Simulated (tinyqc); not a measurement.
Implant damage, amorphisation by cascade overlap, and solid-phase epitaxial regrowth: one step, computed by the program tinyqc.

Range and width of the damage are inputs. Dynamic annealing enters only through the surviving share f.

Problem. The amorphous layer. Displaced share x(z) = f nu Q exp(-(z - R_d)^2/(2 s_d^2))/(sqrt(2 pi) s_d N); the layer is amorphous where x > x_c, between R_d -/+ s_d sqrt(2 ln(x_max/x_c)), the upper edge being cut at the surface. Threshold dose Q_c = Q x_c/x_max.

Inputs (values chosen for the exercise, modelled on silicon ions in silicon):
```
quantity                           value    unit
atomic density N                    49.9  1/nm^3
depth of the damage peak R_d          21      nm
width of the damage profile s_d       12      nm
share of defects that survive f     0.75       -
critical displaced share x_c        0.18       -
dose Q                           1.1e+14  1/cm^2
```

displacements per ion nu = 393.3602

Give: peak displaced share x_max; threshold dose Q_c; upper edge; lower edge.

Solution.

peak displaced share x_max = 0.2162

threshold dose Q_c = 9.158e+13 1/cm^2

upper edge = 13.73 nm

lower edge = 28.27 nm

The layer is buried, so it regrows from both sides and the two fronts meet in a defect plane.
